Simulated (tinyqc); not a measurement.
Epitaxial growth on a vicinal surface: Burton-Cabrera-Frank step flow, step-edge barrier and island nucleation. Changing the miscut angle. Computed by tinyqc, a small Python program. Command: `OMP_NUM_THREADS=1 python tinyqc.py 3030265 3030266 out.jsonl stepflow sweep`. One thread of a shared host (Intel(R) Xeon(R) Processor @ 2.30GHz), about 0.07 s of CPU time with the checks.

Adatoms land at rate F, hop on a square grid (a simplification for hexagonal faces), desorb, or join steps. Lengths are in units of a and n is the adatom coverage. Steps ascend at x = 0 and descend at x = l.

Inputs (values chosen for the exercise, close to those used for Si(001)):
```
quantity                                    value      unit
site spacing a                               3.84  angstrom
step height h                                1.36  angstrom
diffusion barrier E_d                       0.737        eV
desorption energy E_a                        3.02        eV
adatom formation energy E_f                  1.34        eV
step-edge barrier E_s                           0        eV
attempt frequency nu                            5       THz
deposition rate F                           0.014  layers/s
temperature T                                 690         C
critical nucleus size i                         3         -
binding energy of the critical nucleus E_i   0.83        eV
```

Constants: k_B = 8.617333262e-05 eV/K.

Method:
- D = nu exp(-E_d/(k_B T)) (a^2/s, nu counted per direction); tau = exp(E_a/(k_B T))/nu; x_s = sqrt(D tau); n_eq = exp(-E_f/(k_B T)); terrace width l = h/(a tan(miscut)); Schwoebel length l_s = exp(E_s/(k_B T)) - 1.
- Temperatures in kelvin are T(C) + 273.15.
- D n'' - n/tau + F = 0 with n(0) = n_eq and -l_s n'(l) = n(l) - n_eq. With u = n - F tau, A = n_eq - F tau, y = l/x_s, s = l_s/x_s: u = A cosh(x/x_s) + B sinh(x/x_s), B = A (1 - cosh y - s sinh y)/(sinh y + s cosh y). Flux into the ascending step J+ = D B/x_s, over the descending one J- = -(D/x_s)(A sinh y + B cosh y); step velocity J+ + J-; growth rate (J+ + J-)/l. For small y: J+ + J- = (F - n_eq/tau) l, J-/J+ = l/(l + 2 l_s).
- The coverage peaks where n' = 0, tanh(x/x_s) = -B/A.
- Island density on a flat surface without desorption: N = 0.25 (F/D)^(i/(i+2)) exp(E_i/((i+2) k_B T)) per site, with E_i = 0 for i = 1; spacing l_n = N^(-1/2). Step flow needs an effective width l_eff = 2 x(peak) below l_n.

One run for each value:
```
miscut angle (degrees)  ratio l_eff/l_n  growth rate (layers/s)  peak coverage  terrace width l (a)
0.03                         5.6828e-01                0.014000     1.2479e-06           6.7641e+02
0.062                        2.7497e-01                0.014000     3.6673e-07           3.2729e+02
0.13                         1.3114e-01                0.014000     1.5862e-07           1.5609e+02
0.26                         6.5570e-02                0.014000     1.1266e-07           7.8047e+01
0.55                         3.0996e-02                0.014000     1.0077e-07           3.6894e+01
1.1                          1.5497e-02                0.014000     9.8201e-08           1.8445e+01
2.3                          7.4083e-03                0.014000     9.7541e-08           8.8180e+00
4.8                          3.5434e-03                0.014000     9.7390e-08           4.2177e+00
10                           1.6875e-03                0.014000     9.7356e-08           2.0086e+00
```

Over the rows, ratio l_eff/l_n falls from 0.568 to 0.00169 (exponent d ln y / d ln x about -1.0 throughout); growth rate (layers/s) does not change; peak coverage falls from 1.25e-6 to 9.74e-8 (exponent d ln y / d ln x -1.7 between the first rows and -4.8e-4 between the last). The exponent of ratio l_eff/l_n stays between -1.01 and -1.00, near -1: terraces narrow as the miscut grows. The exponent of growth rate stays at 0: the steps stand close against x_s, so their spacing does not matter. At the high end the exponent of peak coverage is 0.00, close to 0: the coverage stays near n_eq.

Caution (all rows): the prefactor 0.25 and the criterion are estimates, good to a factor of about two in length. Caution (rows 2.30, 4.80, 10.0): terraces under ten sites wide are at the edge of a continuum description.

Extremes, crossings and ranges named in words are read from the listed rows.
